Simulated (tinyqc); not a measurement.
Lattice vibrations of a chain, step by step. One step of it, computed by the program tinyqc.

Question. Frequencies. omega^2 are the eigenvalues; wavenumber = 521.4708 sqrt(eigenvalue) 1/cm.

D(q) (eV/(angstrom^2 u)):
```
,1,2
1,0.995413,0.517144+0.278874i
2,0.517144-0.278874i,0.896694
```

Give: eigenvalues; wavenumbers; weights |e|^2 of the mass-weighted modes.

Answer.

eigenvalues: 0.356  1.536

wavenumbers (1/cm): 311.3  646.2

weights |e|^2 of the mass-weighted modes:
```
,mode 1,mode 2
atom 1,0.458,0.542
atom 2,0.542,0.458
```
